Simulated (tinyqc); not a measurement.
Plane-wave Kohn-Sham cycle with exchange-only LDA in a layered model solid, step by step. One step of it, computed by the program tinyqc.

Problem. Iteration 1: potential. V_H(G) = 4 pi rho(G)/G^2 for G != 0 (uniform background); v_x = -(3 rho/pi)^(1/3); V = V_ext + V_H + v_x; Fourier components f(G_m) = (1/N) sum_j f(x_j) exp(-i G_m x_j).

A solid whose potential varies along x alone (atomic units):

| parameter | value |
|---|---|
| period a | 15.400000 |
| cross-section of the cell | 31.000000 |
| electrons per cell | 2 |
| grid points | 16 |
| plane waves -n..n, n | 2 |
| k points | 3 |
| V1 in V1 cos(2 pi x/a) | -0.200000 |
| V2 in V2 cos(4 pi x/a) | 0.190000 |

density at the start, on the grid x_j = j a/N (e/bohr^3): 0.00418936  0.00418936  0.00418936  0.00418936  0.00418936  0.00418936  0.00418936  0.00418936  0.00418936  0.00418936  0.00418936  0.00418936  0.00418936  0.00418936  0.00418936  0.00418936

Give: Potentials on the grid; V(G_m), m = 0, 1, 2, ....

Solution.

Potentials on the grid (hartree):

| x | V_ext | V_H | v_x | V |
|---|---|---|---|---|
| 0.0000 | -0.0100 | 0.0000 | -0.1587 | -0.1687 |
| 0.9625 | -0.0504 | 0.0000 | -0.1587 | -0.2092 |
| 1.9250 | -0.1414 | 0.0000 | -0.1587 | -0.3002 |
| 2.8875 | -0.2109 | 0.0000 | -0.1587 | -0.3696 |
| 3.8500 | -0.1900 | 0.0000 | -0.1587 | -0.3487 |
| 4.8125 | -0.0578 | 0.0000 | -0.1587 | -0.2166 |
| 5.7750 | 0.1414 | 0.0000 | -0.1587 | -0.0173 |
| 6.7375 | 0.3191 | 0.0000 | -0.1587 | 0.1604 |
| 7.7000 | 0.3900 | 0.0000 | -0.1587 | 0.2313 |
| 8.6625 | 0.3191 | 0.0000 | -0.1587 | 0.1604 |
| 9.6250 | 0.1414 | 0.0000 | -0.1587 | -0.0173 |
| 10.5875 | -0.0578 | 0.0000 | -0.1587 | -0.2166 |
| 11.5500 | -0.1900 | 0.0000 | -0.1587 | -0.3487 |
| 12.5125 | -0.2109 | 0.0000 | -0.1587 | -0.3696 |
| 13.4750 | -0.1414 | 0.0000 | -0.1587 | -0.3002 |
| 14.4375 | -0.0504 | 0.0000 | -0.1587 | -0.2092 |

V(G_m), m = 0, 1, 2, ... (hartree): -0.1587  -0.1000  0.0950  0.0000  0.0000
